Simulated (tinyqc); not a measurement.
Band gaps under pressure and temperature from deformation potentials: one step. Gaps at P and T. Five cases, with inputs chosen for the exercise.

Problem. Give both shifts and the gaps.

Murnaghan: V/V0 = (1 + Bp P/B0)^(-1/Bp), B0 = (C11 + 2 C12)/3. Each gap moves by a ln(V/V0) with its volume potential a, and falls with temperature by aV T^2/(T + bV) (Varshni); the two effects are added. No change of phase is considered.

Case 1.

Values chosen (near those of GaAs, the X and L potentials typical of such crystals; not measured data): Eg = 1.537 eV (gap at Gamma to the s-like level at 0 K, 0 GPa); EgX = 2.016 eV (gap to X at 0 K, 0 GPa); EgL = 1.827 eV (gap to L at 0 K, 0 GPa); aG = -8.24 eV (volume potential of the Gamma gap); aX = 1.83 eV (volume potential of the X gap); aL = -3.68 eV (volume potential of the L gap); aV = (0.526, 0.455, 0.589) meV/K (Varshni alpha of Gamma, X, L); bV = (196, 189, 198) K (Varshni beta of Gamma, X, L); T = 400 K (temperature).

ln(V/V0) = -0.0148339

Case 2.

Values chosen (near those of InP, the X and L potentials typical of such crystals; not measured data): Eg = 1.405 eV (gap at Gamma to the s-like level at 0 K, 0 GPa); EgX = 2.347 eV (gap to X at 0 K, 0 GPa); EgL = 2.004 eV (gap to L at 0 K, 0 GPa); aG = -6.65 eV (volume potential of the Gamma gap); aX = 1.95 eV (volume potential of the X gap); aL = -3.4 eV (volume potential of the L gap); aV = (0.371, 0.45, 0.357) meV/K (Varshni alpha of Gamma, X, L); bV = (169, 193, 173) K (Varshni beta of Gamma, X, L); T = 300 K (temperature).

ln(V/V0) = -0.0464352

Case 3.

Values chosen (near those of Ge, the X and L potentials typical of such crystals; not measured data): Eg = 0.902 eV (gap at Gamma to the s-like level at 0 K, 0 GPa); EgX = 0.947 eV (gap to X at 0 K, 0 GPa); EgL = 0.758 eV (gap to L at 0 K, 0 GPa); aG = -9.5 eV (volume potential of the Gamma gap); aX = 1.59 eV (volume potential of the X gap); aL = -4.05 eV (volume potential of the L gap); aV = (0.579, 0.469, 0.472) meV/K (Varshni alpha of Gamma, X, L); bV = (304, 254, 234) K (Varshni beta of Gamma, X, L); T = 300 K (temperature).

ln(V/V0) = -0.0283728

Case 4.

Values chosen (near those of Ge, the X and L potentials typical of such crystals; not measured data): Eg = 0.886 eV (gap at Gamma to the s-like level at 0 K, 0 GPa); EgX = 0.941 eV (gap to X at 0 K, 0 GPa); EgL = 0.744 eV (gap to L at 0 K, 0 GPa); aG = -9.44 eV (volume potential of the Gamma gap); aX = 1.87 eV (volume potential of the X gap); aL = -3.4 eV (volume potential of the L gap); aV = (0.604, 0.499, 0.5) meV/K (Varshni alpha of Gamma, X, L); bV = (298, 253, 252) K (Varshni beta of Gamma, X, L); T = 0 K (temperature).

ln(V/V0) = -0.0270916

Case 5.

Values chosen (near those of Ge, the X and L potentials typical of such crystals; not measured data): Eg = 0.881 eV (gap at Gamma to the s-like level at 0 K, 0 GPa); EgX = 0.922 eV (gap to X at 0 K, 0 GPa); EgL = 0.75 eV (gap to L at 0 K, 0 GPa); aG = -9.63 eV (volume potential of the Gamma gap); aX = 1.19 eV (volume potential of the X gap); aL = -3.33 eV (volume potential of the L gap); aV = (0.597, 0.499, 0.493) meV/K (Varshni alpha of Gamma, X, L); bV = (303, 224, 227) K (Varshni beta of Gamma, X, L); T = 77 K (temperature).

ln(V/V0) = -0.0688327

Give: pressure shifts; temperature shifts; gaps.

Solution.

Case 1.

pressure shifts (eV): Gamma 0.1222, X -0.0271, L 0.0546

temperature shifts (eV): Gamma -0.1412, X -0.1236, L -0.1576

gaps (eV): Gamma 1.5180, X 1.8653, L 1.7240

The lowest valley is Gamma (direct gap), 206 meV below L; at 0 K and 0 GPa it is Gamma.

Case 2.

pressure shifts (eV): Gamma 0.3088, X -0.0905, L 0.1579

temperature shifts (eV): Gamma -0.0712, X -0.0822, L -0.0679

gaps (eV): Gamma 1.6426, X 2.1743, L 2.0940

The lowest valley is Gamma (direct gap), 451 meV below L; at 0 K and 0 GPa it is Gamma.

Case 3.

pressure shifts (eV): Gamma 0.2695, X -0.0451, L 0.1149

temperature shifts (eV): Gamma -0.0863, X -0.0762, L -0.0796

gaps (eV): Gamma 1.0853, X 0.8257, L 0.7934

The lowest valley is L (indirect gap), 32 meV below X; at 0 K and 0 GPa it is L.

Case 4.

pressure shifts (eV): Gamma 0.2557, X -0.0507, L 0.0921

temperature shifts (eV): Gamma 0.0000, X 0.0000, L 0.0000

gaps (eV): Gamma 1.1417, X 0.8903, L 0.8361

The lowest valley is L (indirect gap), 54 meV below X; at 0 K and 0 GPa it is L.

Case 5.

pressure shifts (eV): Gamma 0.6629, X -0.0819, L 0.2292

temperature shifts (eV): Gamma -0.0093, X -0.0098, L -0.0096

gaps (eV): Gamma 1.5345, X 0.8303, L 0.9696

The lowest valley is X (indirect gap), 139 meV below L; at 0 K and 0 GPa it is L.

Computed by tinyqc, one run a case: `OMP_NUM_THREADS=1 python tinyqc.py N N+1 out.jsonl` with N = 1051187, 1051188, 1051366, 1080235, 1080399; one thread of a shared Intel(R) Xeon(R) Processor @ 2.30GHz, about 0.01 s a run at most.
